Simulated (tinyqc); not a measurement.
Metal gate on a two-layer dielectric stack with fixed charge and a dipole: one step of the calculation.

Gate, layer 2, layer 1, p-type semiconductor; x runs from the gate inwards. Charges are counted in units of +q. psi is the band bending at the surface, positive towards inversion. Classical charge, Boltzmann statistics, no interface traps.

Problem. Fields and voltage drops. EOT = 3.9 (t1/e1 + t2/e2), Cox = eps0/(t1/e1 + t2/e2); phi_ms = pM - (chi + Eg - Vt ln(Nv/Na)).

Gauss: D = -Qs just inside the semiconductor; going towards the gate subtract q Q1, then q r1 t1, q Q2 and q r2 t2. Field = D/(eps0 e); the drop over a layer is its mean field times its thickness; Vg = phi_ms + Vd + psi + both drops.

Values chosen for this exercise; band and dielectric values those of a made-up semiconductor, layer 1 close to silicon nitride, layer 2 close to hafnium oxide:
```
symbol    value   unit                                               meaning
T           300      K                                           temperature
Eg         3.21     eV                                              band gap
eps_r       8.6                                        relative permittivity
Nv      2.93e19  cm^-3                   valence-band density of states at T
chi        4.08     eV                                     electron affinity
Na       1.4e18  cm^-3                                      acceptor density
pM          4.5     eV                       work function of the gate metal
t1          1.1     nm       thickness of layer 1, next to the semiconductor
e1         7.79                             relative permittivity of layer 1
t2          4.8     nm                thickness of layer 2, next to the gate
e2         21.8                             relative permittivity of layer 2
Q1       1.7e12  cm^-2           fixed charge at the semiconductor interface
Q2       3.8e11  cm^-2                       fixed charge between the layers
r1            0  cm^-3                     uniform charge density in layer 1
r2       6.6e17  cm^-3                     uniform charge density in layer 2
Vd         0.27      V  flat-band shift by a dipole layer between the layers
ps        1.066      V                 band bending psi of the working point
```

Constants: q = 1.602176634e-19 C, kB = 1.380649e-23 J/K, Vt = kB T/q, eps0 = 8.8541878128e-14 F/cm where lengths are in cm. Results are converted to the units shown.

Qs = -0.59608113 uC/cm^2

Find: D; field; drop over layer 2; drop over layer 1; Vg.

Solution.

```
place                        D (uC/cm^2)  field (MV/cm)
layer 2, gate side                0.2121         0.1099
layer 2, inner side               0.2628         0.1362
layer 1, outer side               0.3237         0.4693
layer 1, semiconductor side       0.3237         0.4693
semiconductor surface             0.5961         0.7828
```

drop over layer 2 = 0.05905 V
drop over layer 1 = 0.05163 V
Vg = -1.265 V

The same Vg follows from Vfb + psi - Qs/Cox. The largest field, 0.783 MV/cm in size, is at: semiconductor surface.

tinyqc, about 0.01 s, one thread, Intel Xeon 2.30GHz (shared host): `OMP_NUM_THREADS=1 python tinyqc.py 2010053 2010054 out.jsonl`
